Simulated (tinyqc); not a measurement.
Worked calculation: hole subbands of a hard-walled well, four-band Luttinger model. Values are carried at full precision from step to step, so a last printed digit may differ when a step is redone from the rounded ones.

Constants: hbar^2/2m0 = 3.80998211 eV angstrom^2.

Parameters, chosen for this exercise (near those of InAs; not measured data): g1 = 19.73 (Luttinger gamma1); g2 = 8.47 (gamma2); L = 150 angstrom (well width along [001]); Zs = 0 eV (shear strain energy); g3 = 9.3 (gamma3); k = 0.0203 1/angstrom (wave vector in the plane); N = 3 (sines for each component); kmax = 0.05 1/angstrom (end of the path).

## Levels at k = 0

R and S vanish: HHn = c (g1 - 2 g2)(n pi/L)^2 - Zs and LHn = c (g1 + 2 g2)(n pi/L)^2 + Zs, c = hbar^2/2m0, hole energies counted downwards. Sort HH1 to HH4 and LH1, LH2.

Levels:
```
subband  E (eV)
HH1      0.0047
HH2      0.0187
HH3      0.0420
LH1      0.0613
HH4      0.0746
LH2      0.2451
```

The top subband is HH1, 14.0 meV from HH2. In so narrow a gap the light holes are also strongly non-parabolic.

## The matrix at one k

Hole energies are counted downwards from the unstrained band edge, c = hbar^2/2m0. After the usual block transformation one block is H = [[P + Q - Zs, R - i S], [R + i S, P - Q + Zs]] in (heavy, light), with P +/- Q = c [(g1 +/- g2) k^2 + (g1 -/+ 2 g2) kz^2], R = sqrt(3) c gR k^2, S = 2 sqrt(3) c g3 k kz, kz = -i d/dz; axial approximation gR = (g2 + g3)/2. Zs = b (e_par - e_perp) is the shear part of the strain (the hydrostatic part shifts all levels alike and is left out). Basis sqrt(2/L) sin(n pi z/L), n = 1 to N, for each component: kz^2 gives (n pi/L)^2 and the heavy-light block is R delta_nm - 2 sqrt(3) c g3 k D_nm with D_nm = 4 n m/(L (n^2 - m^2)) for n + m odd, 0 otherwise. The other block has the same levels. The split-off band is left out.

Fill in the 2N x 2N matrix, in meV.

H(k) (meV):
```
       h1      h2      h3      l1      l2      l3
h1  48.94       0       0   24.16   44.30       0
h2      0   62.93       0  -44.30   24.16   79.73
h3      0       0   86.24       0  -79.73   24.16
l1  24.16  -44.30       0   78.96       0       0
l2  44.30   24.16  -79.73       0  262.82       0
l3      0   79.73   24.16       0       0  569.24
```

## Levels and mixing

Diagonalise; give the four lowest hole energies and the weight of the heavy component (the first half of the basis) in each.

levels (meV): 12.34  30.02  64.97  116.65

heavy weight: 0.632  0.882  0.954  0.356

The most mixed of the four is number 1, with 63 % heavy character. Against 60 sines these levels lie 0.5, 3.1, 14.3 and 48.2 meV too high: the small basis is not converged.

## Dispersion in the plane

N = 20, nine points from 0 to kmax.

Hole energies (meV):
```
k (1/angstrom)     E1     E2     E3     E4  heavy weight of 1  heavy weight of 2
0.0000           4.66  18.65  41.96  61.28              1.000              1.000
0.0063           7.88  17.55  41.84  64.01              0.994              0.917
0.0125          12.91  18.94  42.60  66.24              0.823              0.920
0.0187          12.07  26.03  48.44  67.50              0.655              0.889
0.0250          11.67  27.98  55.39  75.37              0.563              0.801
0.0312          12.47  27.91  55.89  86.04              0.499              0.730
0.0375          14.42  27.99  54.82  89.32              0.452              0.669
0.0437          17.39  28.84  53.90  89.02              0.417              0.617
0.0500          21.29  30.63  53.63  87.96              0.391              0.573
```

At small k the hole energy falls in subbands 2 and 3: an electron-like mass, caused by repulsion from a deeper subband. E2 - E1 is smallest, 6.0 meV, at k = 0.0125 of the points listed. The top subband goes from 1.00 to 0.39 in heavy weight.

## Mass of HH1 in the plane

Second order in k: 1/m = g1 + g2 - sum_n 12 c g3^2 D_1n^2/(LHn - HH1) over even n up to 60, with D_1n = 4n/(L (n^2 - 1)) in size, LHn - HH1 = c [(g1 + 2 g2) n^2 - (g1 - 2 g2)](pi/L)^2 + 2 Zs, c = hbar^2/2m0.

LHn - HH1 for n = 2, 4, 6 (meV): 240.5  975.9  2201.6
terms for n = 2, 4, 6: 5.1970  0.2049  0.0375
sum of all terms = 5.4614
mass without mixing, 1/(g1 + g2) = 0.0355 m0
1/m with mixing = 22.7386 1/m0

Mixing with the light holes takes m from 0.035 to 0.044 m0.

## Checks

- 1/m of HH1 from the full matrix (N = 60) at small k against second order: both 22.739.
- The 2 x 2 block with gR = g2 (k along [100]) for a plane wave (k, 0, pi/L) against the bulk heavy-hole formula, eV: both 0.00497.
- Lowest level at the given k on a real-space grid of 240 points against 60 sines, eV: both 0.0119.

(tinyqc, `OMP_NUM_THREADS=1 python tinyqc.py 1252722 1252723 out.jsonl`, Intel(R) Xeon(R) Processor @ 2.30GHz, 1 thread, shared host, about 0.1 s.)
